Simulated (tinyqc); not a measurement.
# Biaxially strained (001) channel, valley splitting in an inversion layer: effects of single changes

A thin layer grown on a relaxed buffer is stretched in the plane. The two valleys with their long axis along the growth direction (D2) sink against the four in-plane ones (D4); confinement in a triangular well splits them too. Only the lowest subband of each set is kept; one relaxation time, so the weakening of intervalley scattering is left out.

Values chosen for this exercise; values close to those of silicon on relaxed silicon-germanium: temperature T = 273 K; germanium share of the relaxed buffer x = 0.39; lattice mismatch per unit x b1 = 0.0418; elastic constant c11 = 162 GPa; elastic constant c12 = 65.1 GPa; shear deformation potential Xu = 9.11 eV; longitudinal mass ml = 0.926 m0; transverse mass mt = 0.187 m0; confining field F = 0.55 MV/cm; inversion density Ns = 8.4e12 cm^-2.

Constants: q = 1.602176634e-19 C, kB = 1.380649e-23 J/K, hbar = 1.054571817e-34 J s, m0 = 9.1093837015e-31 kg, Vt = kB T/q, hbar^2/(2 m0) = 0.0380998212 eV nm^2. Results are converted to the units shown.

Each table varies one quantity; the others keep the values above.

## Effect of the confining field

e_par = b1 x, e_perp = -2 (c12/c11) e_par, splitting D = Xu (e_par - e_perp), in-plane stress (c11 + c12 - 2 c12^2/c11) e_par. Levels E(m) = 2.33811 (hbar^2 q^2 F^2/(2 m))^(1/3): E2 = E(ml), E4 = E(mt) + D; N2 = 2 mt kB T/(pi hbar^2), N4 = 4 sqrt(mt ml) kB T/(pi hbar^2). EF solves Ns = N2 ln(1 + exp((EF - E2)/Vt)) + N4 ln(1 + exp((EF - E4)/Vt)); f2 is the share in D2, and 1/mc = f2/mt + (1 - f2)(1/mt + 1/ml)/2. The gain is mc(x = 0)/mc.

The same in every row: D (meV) = 267.87.

Effect of the confining field:
```
F (MV/cm)  f2 without strain       f2  mc (m0)    gain
0.1                  0.34882  0.99994  0.18700  1.3510
0.3                  0.56128  0.99998  0.18700  1.2122
0.5                  0.71739  0.99999  0.18700  1.1271
0.7                  0.82734   1.0000  0.18700  1.0740
0.9                  0.89929   1.0000  0.18700  1.0419
1.1                  0.94303   1.0000  0.18700  1.0233
1.3                  0.96818   1.0000  0.18700  1.0129
1.5                  0.98221   1.0000  0.18700  1.0071
```

As F goes from 0.1 to 1.5 MV/cm, f2 stays near 1.00 (without strain: it rises from 0.349 to 0.982) and the gain falls from 1.35 to 1.01. Strong confinement already empties D4, so strain has less to move. For F = 0.1 to 0.5 MV/cm the second D2 subband, left out here, lies within 2 Vt of EF or below it.

## Effect of the inversion density

Same model as above.

The same in every row: D (meV) = 267.87.

Effect of the inversion density:
```
Ns (cm^-2)  f2 without strain       f2  mc (m0)    gain
2e11                  0.87862   1.0000  0.18700  1.0509
3.9e11                0.87624   1.0000  0.18700  1.0519
7.5e11                0.87162   1.0000  0.18700  1.0540
1.4e12                0.86292   1.0000  0.18700  1.0579
2.8e12                0.84265   1.0000  0.18700  1.0670
5.4e12                0.80068   1.0000  0.18700  1.0864
1e13                  0.72149  0.99999  0.18700  1.1250
2e13                  0.57821  0.99994  0.18700  1.2023
```

What does the table show?

As Ns goes from 2e11 to 2e13 cm^-2, f2 stays near 1.00 (without strain: it falls from 0.879 to 0.578) and the gain rises from 1.05 to 1.20. For Ns = 1e13 to 2e13 cm^-2 the second D2 subband, left out here, lies within 2 Vt of EF or below it.

Computed by the program tinyqc: `OMP_NUM_THREADS=1 python tinyqc.py 2530102 2530103 out.jsonl`, one thread of a shared Intel Xeon 2.30GHz, about 0.02 s for the whole run.
